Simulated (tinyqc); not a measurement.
Worked calculation: square-lattice Ising model by mean field, Bethe lattice, transfer matrix, exact enumeration and Monte Carlo steps. Computed by tinyqc, a small Python program that keeps every step. Command: `OMP_NUM_THREADS=1 python tinyqc.py 3027056 3027057 out.jsonl ising walk`. One thread of a shared host (Intel(R) Xeon(R) Processor @ 2.30GHz), about 1 s of CPU time with the checks. Intermediate numbers are printed to about 6 digits and carried at full precision; extremes and crossings named in words are read from the listed rows.

H = -J sum over nearest pairs s_i s_j, s = +-1, no field, periodic boundaries; energies per site are in J. As a lattice gas or an alloy, s marks which species holds the site.

Inputs (values chosen for the exercise, for a model lattice):

| quantity | value | unit |
|---|---|---|
| coupling J | 9.24 | meV |
| temperature T | 419 | K |
| strip width w | 2 | - |
| factor on the grid 1.5, 1.85, 2.1, 2.45, 2.65, 3.1, 3.6, 4.4 of k_B T/J | 0.945 | - |

Enumerated cell: 4 x 5. Monte Carlo rule: Metropolis.

Constants: k_B = 8.617333262e-05 eV/K.

## Reduced coupling

K = J/(k_B T). Onsager: k_B T_c/J = 2/ln(1 + sqrt 2); mean field: 4; Bethe lattice with z = 4: 2/ln 2.

K = 0.255909

critical temperatures (K): exact 243.315, Bethe 309.388, mean field 428.903

T lies above the exact and Bethe values but below the mean-field one.

## Three theories of the infinite lattice

K = J/(k_B T). Mean field: m = tanh(4 K m), u = -2 m^2. Bethe: cavity field h = 3 artanh(tanh K tanh h), m = tanh(4h/3), u = -2 (tanh K + tanh^2 h)/(1 + tanh K tanh^2 h). Exact: m = [1 - sinh(2K)^(-4)]^(1/8) below T_c; u = -coth(2K) [1 + (2/pi)(2 tanh^2(2K) - 1) K1(k)], k = 2 sinh(2K)/cosh^2(2K), K1 the complete elliptic integral of the first kind. The largest root is taken.

m, mean field = 0.260747

u, mean field = -0.135977

cavity field h = 0

m, Bethe = 0

u, Bethe = -0.500930

m, exact = 0

u, exact = -0.573583

Against the exact energy mean field misses by +0.438 J and Bethe by +0.073 J.

## Transfer matrix

Strip of w sites, periodic across (for w = 2 the pair is joined by two bonds): T(s, s') = exp(K [sum_i s_i s'_i + (r(s) + r(s'))/2]), r(s) = sum_i s_i s_(i+1).

T:
```
         ++       +-       -+       --
++  2.78329  1.00000  1.00000  1.00000
+-  1.00000  1.00000  0.35929  1.00000
-+  1.00000  0.35929  1.00000  1.00000
--  1.00000  1.00000  1.00000  2.78329
```

## Free energy and correlation length of the strip

With the eigenvalues l1 > l2: -f/(k_B T) = ln(l1)/w per site; xi = 1/ln(l1/l2) rows.

three largest eigenvalues: 4.90987  1.78329  0.64071

-f/(k_B T) = 0.795624

correlation length xi = 0.987376

xi/w = 0.494; for wide strips at T_c this ratio tends to 4/pi = 1.273, and T lies above T_c, where xi tends to a constant.

## Exact averages on the small cell

States of the 4 x 5 cell:

| E (J) | \|M\| | count |
|---|---|---|
| -40 | 20 | 2 |
| -32 | 18 | 40 |
| -28 | 16 | 80 |
| -24 | 4 | 10 |
| -24 | 12 | 50 |
| -24 | 14 | 240 |
| -24 | 16 | 300 |
| -20 | 0 | 44 |
| -20 | 2 | 80 |
| -20 | 6 | 80 |
| -20 | 8 | 160 |
| -20 | 10 | 408 |
| -20 | 12 | 680 |
| -20 | 14 | 960 |
| -16 | 0 | 260 |
| -16 | 2 | 640 |
| -16 | 4 | 1080 |
| -16 | 6 | 1280 |
| -16 | 8 | 1760 |
| -16 | 10 | 2200 |
| -16 | 12 | 3060 |
| -16 | 14 | 1080 |
| -12 | 0 | 2960 |
| -12 | 2 | 5800 |
| -12 | 4 | 5840 |
| -12 | 6 | 6680 |
| -12 | 8 | 7680 |
| -12 | 10 | 8400 |
| -12 | 12 | 3880 |
| -8 | 0 | 10380 |
| -8 | 2 | 21680 |
| -8 | 4 | 22650 |
| -8 | 6 | 23000 |
| -8 | 8 | 20620 |
| -8 | 10 | 11280 |
| -8 | 12 | 2020 |
| -4 | 0 | 30880 |
| -4 | 2 | 59640 |
| -4 | 4 | 54960 |
| -4 | 6 | 44240 |
| -4 | 8 | 25200 |
| -4 | 10 | 6680 |
| 0 | 0 | 48442 |
| 0 | 2 | 91280 |
| 0 | 4 | 72320 |
| 0 | 6 | 42880 |
| 0 | 8 | 15720 |
| 0 | 10 | 2040 |
| 4 | 0 | 46640 |
| 4 | 2 | 82600 |
| 4 | 4 | 55920 |
| 4 | 6 | 26200 |
| 4 | 8 | 5200 |
| 8 | 0 | 29000 |
| 8 | 2 | 49320 |
| 8 | 4 | 27960 |
| 8 | 6 | 8120 |
| 8 | 8 | 1180 |
| 12 | 0 | 11740 |
| 12 | 2 | 17960 |
| 12 | 4 | 8680 |
| 12 | 6 | 2160 |
| 16 | 0 | 3200 |
| 16 | 2 | 5360 |
| 16 | 4 | 1860 |
| 16 | 6 | 400 |
| 20 | 0 | 960 |
| 20 | 2 | 1200 |
| 20 | 4 | 600 |
| 24 | 0 | 200 |
| 24 | 2 | 280 |
| 24 | 4 | 60 |
| 28 | 0 | 40 |
| 28 | 2 | 80 |
| 32 | 0 | 10 |

Weights count x exp(-K E); N = 20; u = <E>/N, c = K^2 (<E^2> - <E>^2)/N in k_B, Binder U = 1 - <M^4>/(3 <M^2>^2).

ln Z / N = 0.764914

u, cell = -0.624260

heat capacity c, cell = 0.240389

<|m|>, cell = 0.384762

Binder cumulant U = 0.273142

The cell energy lies -0.051 J from the infinite lattice: periodic images add correlation. <|m|> stays finite although the infinite lattice has m = 0.

## The methods across T_c

The grid values of k_B T/J times the given factor are rounded to 3 figures before use.

Order and energy:

| k_B T/J | T (K) | m mean field | m Bethe | m exact | <\|m\|> cell | u Bethe | u exact | u cell | U cell |
|---|---|---|---|---|---|---|---|---|---|
| 1.42 | 152.261 | 0.992572 | 0.990733 | 0.990543 | 0.990355 | -1.96545 | -1.96511 | -1.96487 | 0.665139 |
| 1.75 | 187.645 | 0.977313 | 0.966851 | 0.964010 | 0.962470 | -1.88437 | -1.87996 | -1.87813 | 0.658936 |
| 1.98 | 212.307 | 0.959388 | 0.932558 | 0.917633 | 0.919342 | -1.77919 | -1.75969 | -1.76223 | 0.646646 |
| 2.32 | 248.764 | 0.919408 | 0.832269 | 0.000000 | 0.809492 | -1.51874 | -1.30907 | -1.50361 | 0.605849 |
| 2.50 | 268.064 | 0.890643 | 0.735735 | 0.000000 | 0.737407 | -1.31468 | -1.10608 | -1.34706 | 0.571758 |
| 2.93 | 314.171 | 0.795332 | 0.000000 | 0.000000 | 0.577850 | -0.65727 | -0.84658 | -1.01795 | 0.469242 |
| 3.40 | 364.568 | 0.629501 | 0.000000 | 0.000000 | 0.459974 | -0.57184 | -0.68597 | -0.78022 | 0.360413 |
| 4.16 | 446.059 | 0.000000 | 0.000000 | 0.000000 | 0.359522 | -0.47172 | -0.53126 | -0.56957 | 0.241190 |

At k_B T/J = 1.42 all values of m agree within 0.003. At 2.32 the exact m is 0 while Bethe gives 0.83, mean field 0.92 and the cell 0.81: neglect of fluctuations raises T_c, and a finite cell rounds the transition. U falls from 0.665 (2/3 when ordered) to 0.241 (0 for a large disordered system).

## Metropolis steps

start configuration, 5 x 5, rows and columns numbered from 1:
```
    1   2   3   4  5
1   1   1  -1   1  1
2  -1   1   1   1  1
3   1   1  -1   1  1
4   1  -1  -1   1  1
5   1   1   1  -1  1
```

Random draws:

| step | row | column | u |
|---|---|---|---|
| 1 | 4 | 2 | 0.4423 |
| 2 | 2 | 4 | 0.0658 |
| 3 | 5 | 1 | 0.0935 |
| 4 | 2 | 5 | 0.6504 |
| 5 | 4 | 3 | 0.4131 |
| 6 | 4 | 3 | 0.7810 |
| 7 | 5 | 3 | 0.7882 |
| 8 | 1 | 2 | 0.3555 |
| 9 | 5 | 2 | 0.6309 |
| 10 | 3 | 1 | 0.4277 |
| 11 | 5 | 4 | 0.1016 |
| 12 | 2 | 4 | 0.2601 |
| 13 | 2 | 3 | 0.7236 |
| 14 | 5 | 4 | 0.1399 |

h is the sum of the four neighbours. dE = 2 J s h; flip if u < p = min(1, exp(-2 K s h)).

Steps:

| step | s before | h | p | s after |
|---|---|---|---|---|
| 1 | -1 | 2 | 1.00000 | 1 |
| 2 | 1 | 4 | 0.12909 | -1 |
| 3 | 1 | 4 | 0.12909 | -1 |
| 4 | 1 | 0 | 1.00000 | -1 |
| 5 | -1 | 2 | 1.00000 | 1 |
| 6 | 1 | 2 | 0.35929 | 1 |
| 7 | 1 | 0 | 1.00000 | -1 |
| 8 | 1 | 2 | 0.35929 | -1 |
| 9 | 1 | -2 | 1.00000 | -1 |
| 10 | 1 | 2 | 0.35929 | 1 |
| 11 | -1 | 2 | 1.00000 | 1 |
| 12 | -1 | 2 | 1.00000 | 1 |
| 13 | 1 | 0 | 1.00000 | -1 |
| 14 | 1 | 2 | 0.35929 | -1 |

configuration after the steps:
```
    1   2   3   4   5
1   1  -1  -1   1   1
2  -1   1  -1   1  -1
3   1   1  -1   1   1
4   1   1   1   1   1
5  -1  -1  -1  -1   1
```

12 of the 14 steps changed a spin; the sum of spins went from 13 to 5.

Checks made by the program: ln Z of the cell against the trace of a power of the transfer matrix (relative difference below 1e-10).
